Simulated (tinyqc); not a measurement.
Valley splitting in a one-orbital chain of atomic planes (second-neighbour model): one step. Hoppings from the valley position and mass. Three cases, with inputs chosen for the exercise.

Problem. The curvature at the minimum is d2E/dphi2 = 8 u sin^2(phi0) = (2c/ml)/(a/4)^2 with c = hbar^2/2m0; v = -4 u cos(phi0); e0 = 2u + v^2/(4u).

Each (001) plane carries one orbital with energy e0, hopping v to the next plane and u to the second: E(phi) = e0 + 2 v cos(phi) + 2 u cos(2 phi), where phi = pi - k a/4 (the sign of every second orbital is chosen so that v > 0, which shifts the phase by pi). The minimum lies at cos(phi0) = -v/(4u), phi0 = pi - (pi/2) k0 for a valley at k0 (2 pi/a), and e0 puts it at zero. A slab of N planes has hard walls: the matrix simply ends.

Constants: hbar^2/2m0 = 3.80998211 eV angstrom^2.

Give: phi0; u; v; e0.

Case 1.

Values chosen (out of a larger set: near those of the Delta valleys of silicon; abrupt walls in this chain split the valleys several times more than measured wells; not measured data): a = 5.423 angstrom (lattice constant; planes lie a/4 apart); k0 = 0.807 2 pi/a (position of the valley); ml = 0.897 m0 (longitudinal mass).

Solution.

phi0 = 1.87396 rad
u = 0.63424 eV
v = 0.75739 eV
e0 = 1.49459 eV

Case 2.

Values chosen (out of a larger set: near those of the Delta valleys of silicon; abrupt walls in this chain split the valleys several times more than measured wells; not measured data): a = 5.422 angstrom (lattice constant; planes lie a/4 apart); k0 = 0.813 2 pi/a (position of the valley); ml = 0.879 m0 (longitudinal mass).

Solution.

phi0 = 1.86454 rad
u = 0.64372 eV
v = 0.74552 eV
e0 = 1.50330 eV

Case 3.

Values chosen (out of a larger set: near those of the Delta valleys of silicon; abrupt walls in this chain split the valleys several times more than measured wells; not measured data): a = 5.436 angstrom (lattice constant; planes lie a/4 apart); k0 = 0.855 2 pi/a (position of the valley); ml = 0.978 m0 (longitudinal mass).

Solution.

phi0 = 1.79856 rad
u = 0.55566 eV
v = 0.50188 eV
e0 = 1.22465 eV

Computed by tinyqc, one run a case: `OMP_NUM_THREADS=1 python tinyqc.py N N+1 out.jsonl` with N = 1452298, 1452622, 1452735; one thread of a shared Intel(R) Xeon(R) Processor @ 2.30GHz, about 0.02 s a run at most.
